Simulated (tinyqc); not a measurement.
Equation-of-state fits to an energy-volume table made by a known binding curve. Inputs raised by 2 %, one at a time. Computed by tinyqc, a small Python program. Command: `OMP_NUM_THREADS=1 python tinyqc.py 3010778 3010779 out.jsonl eosfit sens`. One thread of a shared host (Intel(R) Xeon(R) Processor @ 2.30GHz), about 0.07 s of CPU time with the checks.

With x = (V/V_0)^(1/3), the energy per atom is E = -D [1 + eta (x - 1)] exp(-eta (x - 1)), so that B0 = D eta^2/(9 V_0) and B' = 1 + 2 eta/3. B' = dB/dP at P = 0.

Inputs (values chosen for the exercise, for a model crystal):
```
quantity                                   value             unit
cohesive energy D                           5.07          eV/atom
true volume V_0                             22.8  angstrom^3/atom
stiffness eta                               5.55                -
half-width of the volume window w           0.08                -
shift of the window centre s             -0.0072                -
points N                                       7                -
compression V/V_0 for the pressure test      0.7                -
```

Binding curve: universal binding. Noise: none.

Constants: 1 eV/angstrom^3 = 160.2176634 GPa.

Method:
- B0 and B' from the formulas above; P = -dE/dV at V = c V_0 (c the compression chosen), from the curve itself.
- Table: V_j = V_0 [1 + s + w (2 j/(N - 1) - 1)], j = 0..N-1, rounded to 0.001; E_j from the curve, rounded to 1e-7 eV.
- Third-order Birch-Murnaghan is a cubic in u = V^(-2/3): fit it by linear least squares, find the minimum, and take B0 = V E''(V), B' = -1 - V E'''/E'' there.
- Errors are fitted minus exact, relative; the pressure at c V_0 uses P = (3 B0/2) (x^7 - x^5) [1 + (3/4)(B' - 4)(x^2 - 1)], x = (V0/V)^(1/3) with the fitted values.

Runs:
```
input moved                              from      to  exact B'  exact pressure at c V_0 (GPa)  fitted B0 (GPa)  fitted pressure at c V_0 (GPa)
base run                                    -       -     4.700                           96.9            121.8                           100.9
cohesive energy D (eV/atom)              5.07  5.1714     4.700                           98.8            124.2                           103.0
true volume V_0 (angstrom^3/atom)        22.8  23.256     4.700                           95.0            119.4                            99.0
stiffness eta                            5.55   5.661     4.774                          102.1            126.7                           106.4
half-width of the volume window w        0.08  0.0816     4.700                           96.9            121.8                           100.9
compression V/V_0 for the pressure test   0.7   0.714     4.700                           87.7            121.8                            90.9
```

Exponents ln(y'/y) / ln(x'/x):
```
input                                    exact B'  exact pressure at c V_0  fitted B0  fitted pressure at c V_0
cohesive energy D                           0.000                    1.000      1.000                     0.999
true volume V_0                             0.000                   -1.000     -1.000                    -1.000
stiffness eta                               0.789                    2.628      1.999                     2.653
half-width of the volume window w           0.000                    0.000     -0.002                    -0.007
compression V/V_0 for the pressure test     0.000                   -5.036      0.000                    -5.273
```

Which inputs matter most for each result?

Among the inputs moved here: exact B' answers most in size to stiffness eta (exponent +0.789); its exponent is below 0.0005 for cohesive energy D, true volume V_0, half-width of the volume window w, compression V/V_0 for the pressure test. Exact pressure at c V_0 answers most in size to compression V/V_0 for the pressure test (exponent -5.036), next to stiffness eta (+2.628); its exponent is below 0.0005 for half-width of the volume window w. Fitted B0 answers most in size to stiffness eta (exponent +1.999), next to cohesive energy D (+1.000); its exponent is below 0.0005 for compression V/V_0 for the pressure test. Fitted pressure at c V_0 answers most in size to compression V/V_0 for the pressure test (exponent -5.273), next to stiffness eta (+2.653).
